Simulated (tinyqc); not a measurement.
## Capacitances against the line height

Endless row of lines of width wl, height tl and space sl between grounded planes at distance hd; e2 fills the gaps beside the lines, e1 the rest. Laplace's equation is solved on meshes of 3, 6 and 12 steps per unit u and extrapolated (Aitken), which is good to about 0.2 %. C_even (all lines at 1 V) is the capacitance Cg to the planes; C_odd (neighbours in antiphase) = Cg + 4 Cc if only nearest neighbours couple, which defines Cc; total with quiet neighbours Cg + 2 Cc. Plate values 2 eps0 e1 wl/hd and eps0 e2 tl/sl.

Parameters, values chosen for the exercise: relative permittivity above and below the lines e1 = 2.7; relative permittivity between the lines e2 = 2; line width, in units u wl = 6 u; space between lines sl = 8 u; distance to each plane hd = 8 u.

Constants: eps0 = 8.8541878128e-12 F/m. Results are converted to the units shown.

The same in every row: plate Cg (aF/um) = 35.9.

Results:
columns A: tl (u); B: Cg (aF/um); C: Cc (aF/um); D: Cg + 2 Cc (aF/um); E: C_odd (aF/um); F: plate Cc (aF/um); G: share of coupling, 2 Cc/(Cg + 2 Cc) (%)
```
A      B     C     D    E     F     G
2   71.5  10.2  91.9  112  4.43  22.3
6   74.3  18.6   111  149  13.3  33.3
8   74.7  22.9   120  166  17.7  38.0
12  74.9  31.7   138  202  26.6  45.8
16  75.0  40.5   156  237  35.4  51.9
```

Estimate the missing row, tl = 4 u.

Computed row:
columns A: tl (u); B: Cg (aF/um); C: Cc (aF/um); D: Cg + 2 Cc (aF/um); E: C_odd (aF/um); F: plate Cc (aF/um); G: share of coupling, 2 Cc/(Cg + 2 Cc) (%)
```
A     B     C    D    E     F     G
4  73.4  14.3  102  131  8.85  28.1
```

With this row back in the table: As tl goes from 2 to 16, Cg rises from 71.5 to 75.0 aF/um, Cc rises from 10.2 to 40.5 aF/um and the share of coupling rises from 22.3 to 51.9 %. Cg is 1.99 times its plate value in the first row and 2.09 times in the last; for Cc the ratios are 2.31 and 1.14. Neighbours in antiphase raise the load by a factor of 1.22 and 1.52 over quiet ones.

Program tinyqc, `OMP_NUM_THREADS=1 python tinyqc.py 2790222 2790223 out.jsonl`; Intel Xeon 2.30GHz, shared host, one thread, about 2 s.
